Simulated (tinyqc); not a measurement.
## MOS structure on a p-type body with a doping step (retrograde), non-linear Poisson equation by Newton steps: charge and capacitance against gate voltage

One dimension, insulator interface at x = 0, acceptor density N1 for x < x1 and Na beyond, net doping C = -(acceptor density). psi is counted from the intrinsic level: n = ni exp((psi - Vb)/Vt), p = ni exp(-psi/Vt); deep in the body psi_b = -Vt ln(Na/ni). The gate acts through Cox = eps0 eox/tox and has the potential psi_G = Vg - (phiM - chi - Vt ln(Nc/ni)). Boltzmann statistics, full ionisation, classical densities, no oxide or interface charge.

ni = sqrt(Nc Nv) exp(-Eg/(2 Vt)), Eg in volts. The Poisson equation d/dx(eps0 eps_r dpsi/dx) = -q (p - n + C), with eps0 eps_r dpsi/dx = -Cox (psi_G - psi_0) at x = 0, is solved on a mesh of about 600 nodes or more. N_inv is the integral of n less its value deep in the body. C_LF = Cox (1 - dpsi_0/dVg) with all carriers following; C_HF is the same with the electron quasi-Fermi level shifting uniformly so that N_inv stays fixed. The centroid is that of the same excess.

Inputs (values chosen for the exercise); band and dielectric values close to those of silicon:
```
symbol   value   unit                                                                 meaning
T          300      K                                                             temperature
Eg        1.13     eV                                                                band gap
eps_r     11.8                                                          relative permittivity
Nc      2.8e19  cm^-3                                  conduction-band density of states at T
Nv      2.6e19  cm^-3                                     valence-band density of states at T
chi       4.01     eV                                                       electron affinity
Na      2.4e17  cm^-3                                       acceptor density deep in the body
eox       9.06         relative permittivity of the gate insulator (close to aluminium oxide)
tox         28     nm                                                     insulator thickness
phiM      4.42     eV                                                      gate work function
Vb           0      V                         electron quasi-Fermi potential against the body
x1          38     nm                                                depth of the doping step
N1      7.2e16  cm^-3                                         acceptor density above the step
```

Constants: q = 1.602176634e-19 C, kB = 1.380649e-23 J/K, Vt = kB T/q, eps0 = 8.8541878128e-14 F/cm where lengths are in cm. Results are converted to the units shown.

Charge and capacitance against gate voltage:
```
Vg (V)	psi_0 - psi_b (V)	N_inv (cm^-2)	C_LF/Cox	C_HF/Cox	centroid (nm)
0.7	0.725	7.92e7	0.345	0.345	1.68
0.84	0.817	2.53e9	0.356	0.334	1.55
0.99	0.898	5.44e10	0.614	0.325	1.44
1.13	0.935	2.10e11	0.819	0.322	1.36
1.28	0.956	4.27e11	0.892	0.321	1.29
1.43	0.970	6.63e11	0.923	0.321	1.23
1.57	0.979	8.91e11	0.939	0.320	1.18
1.72	0.987	1.14e12	0.950	0.320	1.13
1.86	0.994	1.38e12	0.957	0.320	1.09
```

N_inv goes from 7.92e7 to 1.38e12 cm^-2 and passes 2e11 cm^-2 at Vg = 1.12 V. Below threshold it takes 93.1 mV a decade between Vg = 0.7 and 0.84 V, against Vt ln 10 = 59.5 mV. C_LF/Cox is lowest, 0.345, at Vg = 0.7 V among the rows listed and ends at 0.957, while C_HF/Cox ends at 0.320. Between the last two rows q dN_inv/dVg is 0.942 Cox. Where the classical centroid is under about 2 nm, confinement would move the charge away from the interface and raise the threshold.

Program tinyqc, `OMP_NUM_THREADS=1 python tinyqc.py 2080115 2080116 out.jsonl`; Intel Xeon 2.30GHz, shared host, one thread, about 0.7 s.
